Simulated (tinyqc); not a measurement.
Inside a calculation. Method: empirical pseudopotential in a few plane waves. One step of it, computed by the program tinyqc.

Task: Levels at G. Diagonalise the Hermitian matrix.

H(k) at G (eV), order +0+0+0, -1-1-1, -1-1+1, -1+1-1, -1+1+1, +1-1-1, +1-1+1, +1+1-1, +1+1+1, -2+0+0, +0-2+0, +0+0-2, +0+0+2, +0+2+0, +2+0+0:
```
[[0.000000, 2.280101+0.875482i, -2.280101+0.875482i, -2.280101+0.875482i, -2.280101-0.875482i, -2.280101+0.875482i, -2.280101-0.875482i, -2.280101-0.875482i, 2.280101-0.875482i, 0.000000+1.333358i, 0.000000+1.333358i, 0.000000+1.333358i, 0.000000-1.333358i, 0.000000-1.333358i, 0.000000-1.333358i],
 [2.280101-0.875482i, 13.095670, 0.000000-1.333358i, 0.000000-1.333358i, -0.734707, 0.000000-1.333358i, -0.734707, -0.734707, 0.000000, -2.280101-0.875482i, -2.280101-0.875482i, -2.280101-0.875482i, -0.702309+0.115448i, -0.702309+0.115448i, -0.702309+0.115448i],
 [-2.280101-0.875482i, 0.000000+1.333358i, 13.095670, 0.734707, 0.000000-1.333358i, 0.734707, 0.000000-1.333358i, 0.000000, -0.734707, -2.280101+0.875482i, -2.280101+0.875482i, 0.702309+0.115448i, 2.280101-0.875482i, -0.702309-0.115448i, -0.702309-0.115448i],
 [-2.280101-0.875482i, 0.000000+1.333358i, 0.734707, 13.095670, 0.000000-1.333358i, 0.734707, 0.000000, 0.000000-1.333358i, -0.734707, -2.280101+0.875482i, 0.702309+0.115448i, -2.280101+0.875482i, -0.702309-0.115448i, 2.280101-0.875482i, -0.702309-0.115448i],
 [-2.280101+0.875482i, -0.734707, 0.000000+1.333358i, 0.000000+1.333358i, 13.095670, 0.000000, 0.734707, 0.734707, 0.000000-1.333358i, 2.280101+0.875482i, -0.702309+0.115448i, -0.702309+0.115448i, -2.280101-0.875482i, -2.280101-0.875482i, 0.702309-0.115448i],
 [-2.280101-0.875482i, 0.000000+1.333358i, 0.734707, 0.734707, 0.000000, 13.095670, 0.000000-1.333358i, 0.000000-1.333358i, -0.734707, 0.702309+0.115448i, -2.280101+0.875482i, -2.280101+0.875482i, -0.702309-0.115448i, -0.702309-0.115448i, 2.280101-0.875482i],
 [-2.280101+0.875482i, -0.734707, 0.000000+1.333358i, 0.000000, 0.734707, 0.000000+1.333358i, 13.095670, 0.734707, 0.000000-1.333358i, -0.702309+0.115448i, 2.280101+0.875482i, -0.702309+0.115448i, -2.280101-0.875482i, 0.702309-0.115448i, -2.280101-0.875482i],
 [-2.280101+0.875482i, -0.734707, 0.000000, 0.000000+1.333358i, 0.734707, 0.000000+1.333358i, 0.734707, 13.095670, 0.000000-1.333358i, -0.702309+0.115448i, -0.702309+0.115448i, 2.280101+0.875482i, 0.702309-0.115448i, -2.280101-0.875482i, -2.280101-0.875482i],
 [2.280101+0.875482i, 0.000000, -0.734707, -0.734707, 0.000000+1.333358i, -0.734707, 0.000000+1.333358i, 0.000000+1.333358i, 13.095670, -0.702309-0.115448i, -0.702309-0.115448i, -0.702309-0.115448i, -2.280101+0.875482i, -2.280101+0.875482i, -2.280101+0.875482i],
 [0.000000-1.333358i, -2.280101+0.875482i, -2.280101-0.875482i, -2.280101-0.875482i, 2.280101-0.875482i, 0.702309-0.115448i, -0.702309-0.115448i, -0.702309-0.115448i, -0.702309+0.115448i, 17.460893, 0.734707, 0.734707, -0.734707, -0.734707, 0.000000],
 [0.000000-1.333358i, -2.280101+0.875482i, -2.280101-0.875482i, 0.702309-0.115448i, -0.702309-0.115448i, -2.280101-0.875482i, 2.280101-0.875482i, -0.702309-0.115448i, -0.702309+0.115448i, 0.734707, 17.460893, 0.734707, -0.734707, 0.000000, -0.734707],
 [0.000000-1.333358i, -2.280101+0.875482i, 0.702309-0.115448i, -2.280101-0.875482i, -0.702309-0.115448i, -2.280101-0.875482i, -0.702309-0.115448i, 2.280101-0.875482i, -0.702309+0.115448i, 0.734707, 0.734707, 17.460893, 0.000000, -0.734707, -0.734707],
 [0.000000+1.333358i, -0.702309-0.115448i, 2.280101+0.875482i, -0.702309+0.115448i, -2.280101+0.875482i, -0.702309+0.115448i, -2.280101+0.875482i, 0.702309+0.115448i, -2.280101-0.875482i, -0.734707, -0.734707, 0.000000, 17.460893, 0.734707, 0.734707],
 [0.000000+1.333358i, -0.702309-0.115448i, -0.702309+0.115448i, 2.280101+0.875482i, -2.280101+0.875482i, -0.702309+0.115448i, 0.702309+0.115448i, -2.280101+0.875482i, -2.280101-0.875482i, -0.734707, 0.000000, -0.734707, 0.734707, 17.460893, 0.734707],
 [0.000000+1.333358i, -0.702309-0.115448i, -0.702309+0.115448i, -0.702309+0.115448i, 0.702309+0.115448i, 2.280101+0.875482i, -2.280101+0.875482i, -2.280101+0.875482i, -2.280101-0.875482i, 0.000000, -0.734707, -0.734707, 0.734707, 0.734707, 17.460893]]
```

Give: eigenvalues.

Result:

eigenvalues (eV): [-4.3217, 7.6185, 7.6185, 7.6185, 11.7127, 13.1339, 13.1339, 13.1339, 15.9915, 15.9915, 19.6020, 21.4305, 21.4305, 21.4305, 24.0064]
